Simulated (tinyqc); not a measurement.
Shortcuts against the integral: sheet resistance and Hall data of a diffused or implanted layer. Computed by tinyqc, a small Python program. Command: `OMP_NUM_THREADS=1 python tinyqc.py 3008377 3008378 out.jsonl layer walk`. One thread of a shared host (Intel(R) Xeon(R) Processor @ 2.30GHz), about 0.01 s of CPU time with the checks.

Carriers are taken equal to the net active doping down to the junction (full ionisation, which deep dopants in wide-gap hosts do not reach; no spill-over, no depletion), and the Hall factor is 1.

Inputs (values chosen for the exercise, modelled on donors in germanium):
```
quantity                                 value        unit
mu_min                                     286  cm^2/(V s)
mu_max                                    3940  cm^2/(V s)
N_ref                                  1.3e+17      1/cm^3
exponent alpha                            0.56           -
peak concentration N_0                 8.5e+18      1/cm^3
length scale l                              79          nm
background doping N_B (opposite type)  2.6e+16      1/cm^3
projected range R_p                         86          nm
```

Profile: buried Gaussian (implant). Activation: complete.

Constants: e = 1.602176634e-19 C.

Method:
- N(x) = N_0 exp(-(x - R_p)^2/(2 l^2)) for x > 0, dose N_0 l sqrt(pi/2) erfc(-R_p/(l sqrt 2)), junction x_j = R_p + l sqrt(2 ln(N_0/N_B)); the layer starts at x_0 = max(0, 2 R_p - x_j).
- Mobility mu = mu_min + (mu_max - mu_min)/(1 + (N_t/N_ref)^alpha), N_t = active doping + N_B; carriers n = active doping - N_B, all dopants active.
- Integrals from x_0 (0 unless stated) to x_j by the midpoint rule on 400 even intervals: 1/R_s = e int n mu dx; sheet density n_s = int n dx; Hall sheet density (int n mu dx)^2/int n mu^2 dx; Hall mobility int n mu^2 dx/int n mu dx.
- Mean conductivity 1/(R_s x_j); mean mobility 1/(e n_s R_s).
- Shortcuts: R_s = 1/(e Q mu) with the dose Q and the mobility at the (active) peak concentration; 1/(e n_s mu) with mu at N_t = n_s/x_j + N_B; 1/(e Q mu_max).

sheet resistance R_s = 63.6013 ohm

dose = 1.45064e+14 1/cm^2

sheet density n_s = 1.44086e+14 1/cm^2

junction depth x_j = 354.826 nm

Sheet resistances:
```
method                                   R_s (ohm)  deviation (%)
integral                                    63.601          0.000
dose, mobility at the peak                  70.968         11.582
n_s, mobility at the mean concentration     57.850         -9.043
dose, mu_max                                10.920        -82.830
```

What does the comparison show, and why?

The closest shortcut is «n_s, mobility at the mean concentration» (-9.0 %). The peak mobility is the lowest in the layer, so with full activation it overestimates R_s.

Extremes, crossings and ranges named in words are read from the listed rows.
